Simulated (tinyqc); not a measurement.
Worked calculation: coupled-perturbed Hartree-Fock on RHF in the sto-6g basis, for H3+, spin multiplicity 1. One step of it, computed by the program tinyqc.

Problem. Response to a field: uncoupled start. Field along z; U_ai = -mu_ai / (e_a - e_i), alpha = -4 sum U_ai mu_ai.

orbital energies (hartree): MO1 -0.986143, MO2 -0.139757, MO3 -0.139450

dipole integrals <a|z|i> (bohr):
```
           i1
a2   0.859679
a3  -0.640419
```

Give: uncoupled U; uncoupled polarisability.

Solution.

uncoupled U:
```
         i1
a2  -1.0157
a3   0.7564
```

uncoupled polarisability = 5.4303 bohr^3
